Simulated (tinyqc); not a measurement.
# MOS structure on a p-type body, non-linear Poisson equation by Newton steps: two studies

One dimension, insulator interface at x = 0, acceptor density Na, uniform, net doping C = -(acceptor density). psi is counted from the intrinsic level: n = ni exp((psi - Vb)/Vt), p = ni exp(-psi/Vt); deep in the body psi_b = -Vt ln(Na/ni). The gate acts through Cox = eps0 eox/tox and has the potential psi_G = Vg - (phiM - chi - Vt ln(Nc/ni)). Boltzmann statistics, full ionisation, classical densities, no oxide or interface charge.

Values chosen for this exercise; band and dielectric values close to those of silicon: temperature T = 300 K; band gap Eg = 1.13 eV; relative permittivity eps_r = 11.9; conduction-band density of states at T Nc = 2.83e19 cm^-3; valence-band density of states at T Nv = 2.68e19 cm^-3; electron affinity chi = 4.03 eV; acceptor density deep in the body Na = 1.4e16 cm^-3; relative permittivity of the gate insulator (close to silicon nitride) eox = 7.45; insulator thickness tox = 8 nm; gate work function phiM = 4.22 eV; electron quasi-Fermi potential against the body Vb = 0 V.

Constants: q = 1.602176634e-19 C, kB = 1.380649e-23 J/K, Vt = kB T/q, eps0 = 8.8541878128e-14 F/cm where lengths are in cm. Results are converted to the units shown.

Each table varies one quantity; the others keep the values above.

## Charge and capacitance against gate voltage

ni = sqrt(Nc Nv) exp(-Eg/(2 Vt)), Eg in volts. The Poisson equation d/dx(eps0 eps_r dpsi/dx) = -q (p - n + C), with eps0 eps_r dpsi/dx = -Cox (psi_G - psi_0) at x = 0, is solved on a mesh of about 600 nodes or more. N_inv is the integral of n less its value deep in the body. C_LF = Cox (1 - dpsi_0/dVg) with all carriers following; C_HF is the same with the electron quasi-Fermi level shifting uniformly so that N_inv stays fixed. The centroid is that of the same excess.

Charge and capacitance against gate voltage:
```
Vg (V)	psi_0 - psi_b (V)	N_inv (cm^-2)	C_LF/Cox	C_HF/Cox	centroid (nm)
-0.3	0.394	1.59e4	0.0643	0.0643	7.10
-0.16	0.526	2.20e6	0.0557	0.0557	5.94
-0.02	0.658	3.28e8	0.0519	0.0498	5.21
0.12	0.785	3.79e10	0.237	0.0458	4.61
0.26	0.855	3.85e11	0.685	0.0448	3.67
0.4	0.888	9.32e11	0.819	0.0448	2.94
0.54	0.909	1.54e12	0.874	0.0448	2.45
0.68	0.924	2.18e12	0.904	0.0449	2.11
0.82	0.936	2.84e12	0.923	0.0449	1.86
```

Read the table: what changes, and by how much?

N_inv goes from 15900 to 2.84e12 cm^-2 and passes 2e11 cm^-2 at Vg = 0.202 V. Below threshold it takes 64.4 mV a decade between Vg = -0.16 and -0.02 V, against Vt ln 10 = 59.5 mV. C_LF/Cox is lowest, 0.0519, at Vg = -0.02 V among the rows listed and ends at 0.923, while C_HF/Cox ends at 0.0449. Between the last two rows q dN_inv/dVg is 0.914 Cox. Where the classical centroid is under about 2 nm, confinement would move the charge away from the interface and raise the threshold. Above about 2e12 cm^-2 degeneracy matters too.

## Effect of the insulator thickness on threshold, swing and body effect

VT is the Vg at which N_inv = 2e11 cm^-2. m = 1/(dpsi_0/dVg) at N_inv = 1e8 cm^-2; the swing is the Vg between N_inv = 1e8 and 1e9 cm^-2; body coefficient [VT(Vb + 0.05 V) - VT(Vb)]/0.05 V - 1.

The same in every row: psi_0 - psi_b at VT (V) = 0.833.

Result of one run:
```
tox (nm)	VT (V)	m - 1	swing (mV/decade)	body coefficient
2.9	0.130	0.0198	62.1	0.0301
```

What becomes of these results when the insulator thickness tox is changed from 2.9 to 9.3 nm, all else the same?

Result of the changed run:
```
tox (nm)	VT (V)	m - 1	swing (mV/decade)	body coefficient
9.3	0.220	0.0634	64.8	0.0677
```

The whole series:
```
tox (nm)	VT (V)	m - 1	swing (mV/decade)	body coefficient
2	0.117	0.0136	61.7	0.0249
2.9	0.130	0.0198	62.1	0.0301
4.3	0.149	0.0293	62.7	0.0384
6.3	0.178	0.0429	63.5	0.0501
9.3	0.220	0.0634	64.8	0.0677
14	0.287	0.0954	66.8	0.0953
20	0.372	0.136	69.3	0.131
```

As tox goes from 2 to 20, VT rises from 0.117 to 0.372 V, the swing rises from 61.7 to 69.3 mV/decade and the body coefficient rises from 0.0249 to 0.131. The swing stays within 2.4 % of m Vt ln 10, and the body coefficient within 0.011 of m - 1.

Computed by the program tinyqc: `OMP_NUM_THREADS=1 python tinyqc.py 2080014 2080015 out.jsonl`, one thread of a shared Intel Xeon 2.30GHz, about 0.3 s for the whole run.
